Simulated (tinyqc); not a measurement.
What moves the results: donors with valley-orbit split 1s states. A value that a table varies takes the place of the one given here.

Each donor binds at most one electron, in any of its states. For a site s, W_s = sum over its states of g exp(E/kT), and the ionised share is 1/(1 + W_s exp(eta)), eta = (EF - Ec)/kT; n = Nc F_1/2(eta); neutrality n + NA = ND x (mean ionised share); holes are neglected. Nc from N = 2 (m kB T/(4 pi c))^(3/2) with c = hbar^2/2m0, in 1/angstrom^3; times 1e24 for 1/cm^3, m = md. F_j(eta) = (1/Gamma(j + 1)) integral_0^infinity x^j dx/(1 + exp(x - eta)), which tends to exp(eta) for eta << 0.

Mobility (Caughey-Thomas form): mu = mu0 + (mu1 (T/300)^(-ga) - mu0)/(1 + ((ND + NA)/Nr)^de); rho = 1/(e n mu), e = 1.602176634e-19 C.

Constants: hbar^2/2m0 = 3.80998211 eV angstrom^2; kB = 8.617333262e-05 eV/K.

Parameters, chosen for this exercise (near those of P in Si; the results hold for these values, not for the real material):
```
symbol  value               unit        meaning
md      1.049               m0          density-of-states mass of the conduction band
E       (45.7, 33.7, 33.2)  meV         binding energies of 1s(A1), 1s(T2), 1s(E)
g       (2, 6, 4)                       their degeneracies with spin
ND      1.1e+16             1/cm^3      donors
NA      0                   1/cm^3      compensating acceptors, all ionised
T       200                 K
mu0     71                  cm^2/(V s)  mobility at heavy doping
mu1     1438                cm^2/(V s)  mobility at light doping and 300 K
Nr      1.1e+17             1/cm^3      reference doping
de      0.72                            doping exponent
ga      2.3                             temperature exponent
```

## What the excited states change

The last columns keep only the ground state of each site (g = 2).

Results:
```
T (K),effective degeneracy,eta,n (1/cm^3),"n, ground states only",ratio
40,2.29,-9.44,1.04e+14,1.12e+14,0.935
60,2.95,-7.71,1.08e+15,1.30e+15,0.833
80,3.70,-7.05,3.21e+15,4.11e+15,0.781
110,4.76,-6.80,6.64e+15,8.21e+15,0.809
150,5.89,-6.94,9.20e+15,1.02e+16,0.898
200,6.93,-7.26,1.03e+16,1.08e+16,0.955
250,7.68,-7.56,1.06e+16,1.09e+16,0.976
300,8.24,-7.82,1.08e+16,1.09e+16,0.986
400,9.02,-8.24,1.09e+16,1.10e+16,0.993
500,9.53,-8.58,1.09e+16,1.10e+16,0.996
```

The effective degeneracy grows from 2.29 to 9.53. Excited states hold electrons back, so the ratio is never above 1; it is lowest, 0.781, at 80 K of those listed, and 0.986 at 300 K. At low T the excited states empty out, and at high T more donors are ionised (n is 99 % of ND - NA in the last row), so the effect is largest in between.

## Ionisation and resistivity against doping

NA = 0.

Results:
```
ND (1/cm^3),n (1/cm^3),n/ND,mu (cm^2/(V s)),rho (ohm cm),rho at full ionisation
1.0e+14,9.99e+13,0.999,3631,17.2,17.2
1.0e+15,9.93e+14,0.993,3537,1.78,1.76
1.0e+16,9.41e+15,0.941,3113,0.213,0.201
3.0e+16,2.56e+16,0.854,2644,0.0922,0.0787
1.0e+17,6.85e+16,0.685,1924,0.0473,0.0324
3.0e+17,1.50e+17,0.499,1242,0.0336,0.0167
1.0e+18,3.18e+17,0.318,678,0.0289,0.00920
2.0e+18,4.75e+17,0.237,466,0.0282,0.00670
```

From 1e16 to 1e18 1/cm^3 rho falls by a factor 7.37, not 100: the mobility takes a factor 4.59 and incomplete ionisation 2.96. n/ND is below 0.9 from 3e+16 1/cm^3 on. From a few times 1e18 1/cm^3 on, depending on the dopant, the levels merge with the band, and already below that screening lowers the binding energy, so the last rows understate n.

## Compensation sets the slope of the freeze-out

NA = K ND. The slope energy is -d ln(n T^(-p))/d(1/kT) between 30 and 36 K, with p = 3/4 for K = 0 and p = 3/2 otherwise.

Results:
```
K,n(30 K) (1/cm^3),n(36 K) (1/cm^3),slope energy (meV)
0,9.71e+12,4.73e+13,22.44
0.0010,5.66e+12,4.21e+13,26.89
0.010,8.43e+11,1.74e+13,42.74
0.050,1.63e+11,3.85e+12,44.82
0.20,3.43e+10,8.16e+11,44.92
0.50,8.58e+09,2.04e+11,44.93
```

Without acceptors the slope is 22.44 meV, against half the ground-state energy, 22.85; with K = 0.05 it is 44.82 meV, against the full 45.7. The full energy (less a few meV where excited levels lie within a few kT) shows where n is far below NA, since the acceptors then hold EF near the donor level: n(36 K)/NA is 3.8 for K = 0.001 and 0.007 for K = 0.05; for K = 0.001 the sample is still in or near the uncompensated regime, where p = 3/2 is the wrong power, so that slope means little.

## What moves the carrier density

All results formed anew. Each row changes one parameter from the base and keeps the others.

Results:
```
case,eta,n (1/cm^3),rho (ohm cm)
base,-7.262,1.029e+16,0.1969
"E = (50.7, 33.7, 33.2) meV",-7.268,1.023e+16,0.1980
md = 1.154 m0,-7.397,1.038e+16,0.1953
ND = 2.2e+16 1/cm^3,-6.625,1.946e+16,0.1146
NA = 1.1e+15 1/cm^3,-7.368,9.258e+15,0.2213
T = 230 K,-7.448,1.054e+16,0.2646
Nr = 2.2e+17 1/cm^3,-7.262,1.029e+16,0.1848
```

The largest shifts from the base row, up to three for each result and ties (the steps differ in size, so this ranks the rows, not the parameters). eta: ND +0.637, T -0.185, md -0.135; unchanged at the printed digits by Nr. n (1/cm^3): ND +9.17e+15, NA -1.03e+15, T +2.53e+14; unchanged at the printed digits by Nr. rho (ohm cm): ND -0.0823, T +0.0678, NA +0.0244.

Program tinyqc; command `OMP_NUM_THREADS=1 python tinyqc.py 1681609 1681610 out.jsonl`; about 0.01 s on one thread of a shared Intel(R) Xeon(R) Processor @ 2.30GHz.
